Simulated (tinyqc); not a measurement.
Formation energy of a charged point defect from supercell energies: one step, computed by the program tinyqc.

The host is a compound AB. Making the defect adds n_A = -1, n_B = 0 atoms to the cell. All total energies are inputs. E_F is counted from the valence-band maximum (VBM); x = 0 is A-rich and x = 1 B-rich growth.

Question. Concentrations at the given E_F and T. E_f(q, E_F) = E_f(q, 0) + q E_F. c_q = N_s exp(-E_f(q, E_F)/k_B T), with all degeneracy factors one and no vibrational entropy.

Inputs (values chosen for the exercise, with gap and screening modelled on CdTe): gap E_g = 1.56 eV; dielectric constant eps = 10.4; cell length L = 15.3 angstrom; Fermi level E_F = 0.478 eV; temperature T = 1400 K; site density N_s = 4.1e+22 cm^-3.

Defect: vacancy of A. Supercell lattice: sc.

charge states q: [3, 2, 1, 0]

E_f(q, 0) (eV): (q=+3) -0.115968, (q=+2) 0.535125, (q=+1) 1.044981, (q=0) 2.282600

Constants: k_B = 8.617333262e-05 eV/K.

Give: Charge states; lowest formation energy; total concentration; mean charge.

Answer.

Charge states:
```
q   E_f (eV)  c_q (cm^-3)      share
+3     1.318    7.380e+17  7.035e-01
+2     1.491    1.758e+17  1.676e-01
+1     1.523    1.350e+17  1.287e-01
0      2.283    2.488e+14  2.371e-04
```

lowest formation energy = 1.318 eV

total concentration = 1.049e+18 cm^-3

mean charge = 2.574 e

State +3 holds 70.4 % of the defects. Caution: the largest image-charge correction in these energies, q^2 alpha e^2/(8 pi eps_0 eps L) with alpha = 2.837297, exceeds a quarter of the gap; the point-charge term alone is then a rough estimate, usually too large for a charge that is spread out. Caution: E_f at E_F = 0 is negative for at least one charge state, so in equilibrium E_F cannot reach the valence-band maximum.
